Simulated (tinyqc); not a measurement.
# Sheet resistance and contact resistivity from two gaps

Question. A circular structure with r0 >> Lt has R = (Rsh/2 pi) [Lt (1/r0 + 1/r1) + ln(r1/r0)], r1 = r0 + sp, Lt = sqrt(rc/Rsh). Find Rsh, Lt and rc.

Inputs (values chosen for the exercise):
- r0 = 3.1 um (radius of the inner contact)

R at sp = 0.62 and 2.8 um (ohm): [50.420597, 143.71683]

Solution. R is linear in Rsh and Rsh Lt, so two gaps give both.

Rsh = 1300 ohm/sq
Lt = 0.1038 um
rc = 1.400e-7 ohm cm^2

Numbers from tinyqc (`OMP_NUM_THREADS=1 python tinyqc.py 2760116 2760117 out.jsonl`; about 0.01 s on one thread of a shared Intel Xeon 2.30GHz).
